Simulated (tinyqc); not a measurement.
# Changing the box width b

Model: sputter depth profiling of a dopant layer: erosion rate, quantification and the mixing-roughness response. Computed by tinyqc, a small Python program. Command: `OMP_NUM_THREADS=1 python tinyqc.py 3006535 3006536 out.jsonl sims sweep`. One thread of a shared host (Intel(R) Xeon(R) Processor @ 2.30GHz), about 0.2 s of CPU time with the checks.

A rastered ion beam erodes silicon (49.94 atoms per nm^3). The measured profile is the true one convolved with a depth response.

Inputs (values chosen for the exercise, modelled on a dopant in silicon under an oxygen or caesium beam):

| quantity | value | unit |
|---|---|---|
| beam energy E | 4.5 | keV |
| beam current | 420 | nA |
| raster side | 400 | um |
| sputter yield at 1 keV | 1.1 | - |
| mixing length at 1 keV | 2 | nm |
| roughness sigma | 1 | nm |
| depth of the top edge z0 | 47 | nm |
| box concentration C | 2.2e+19 | 1/cm^3 |
| relative sensitivity factor RSF | 5.5e+20 | 1/cm^3 |
| matrix count rate | 1.6e+06 | 1/s |
| background count rate | 1.7 | 1/s |
| counting time per point | 1 | s |
| level that defines the junction C_B | 3e+16 | 1/cm^3 |

True profile: box.

Constants: e = 1.602176634e-19 C.

Method:
- Scaling chosen for the exercise: yield Y = Y1 E^0.5, mixing length w = w1 E^0.5 (E in keV).
- Erosion rate = Y I/(e x raster^2 x density); depth step = rate x counting time; concentration = RSF x counts/matrix counts; detection limit = RSF x 3 sqrt(background x time)/(matrix rate x time).
- Mixing alone turns a layer at z0 into (1/w) exp(-(z - z0 + w)/w) for z > z0 - w; roughness adds a Gaussian of width sigma. With x = z - z0 + w: g(x) = (1/(2w)) exp(sigma^2/(2 w^2) - x/w) erfc((sigma/w - x/sigma)/sqrt2), and its integral G(x) = (1/2) erfc(-x/(sigma sqrt2)) - w g(x). Measured: C [G(x) - G(x - b)].
- Find the maximum, the full width at half maximum and the deep point where the profile falls to C_B; far down, the trailing edge decays by w ln(10) per decade.

One run for each value:

| box width b (nm) | peak concentration (1/cm^3) | full width at half maximum (nm) | apparent junction depth (nm) |
|---|---|---|---|
| 0.30 | 1.0082e+18 | 5.209 | 59.778 |
| 0.52 | 1.7434e+18 | 5.225 | 62.223 |
| 0.91 | 3.0284e+18 | 5.273 | 64.798 |
| 1.60 | 5.2088e+18 | 5.420 | 67.554 |
| 2.70 | 8.3330e+18 | 5.799 | 70.370 |
| 4.80 | 1.2956e+19 | 6.894 | 74.014 |
| 8.30 | 1.7580e+19 | 9.388 | 78.520 |
| 14.00 | 2.0673e+19 | 14.354 | 84.707 |
| 25.00 | 2.1878e+19 | 25.035 | 95.855 |

Describe and explain the trends.

Over the rows, peak concentration (1/cm^3) rises from 1.01e18 to 2.19e19 (exponent d ln y / d ln x 1.00 between the first rows and 0.098 between the last); full width at half maximum (nm) rises from 5.21 to 25.0 (exponent d ln y / d ln x 0.0055 between the first rows and 0.96 between the last); apparent junction depth (nm) rises from 59.8 to 95.9 (exponent d ln y / d ln x 0.073 between the first rows and 0.21 between the last). At the low end the exponent of peak concentration is 1.00, close to 1: a box thinner than the response looks like a delta layer. At the low end the exponent of full width at half maximum is 0.01, close to 0: the response sets the width. Convolution conserves area, so the dose C b would be measured correctly in every row, even where the peak is not.

Extremes, crossings and ranges named in words are read from the listed rows.
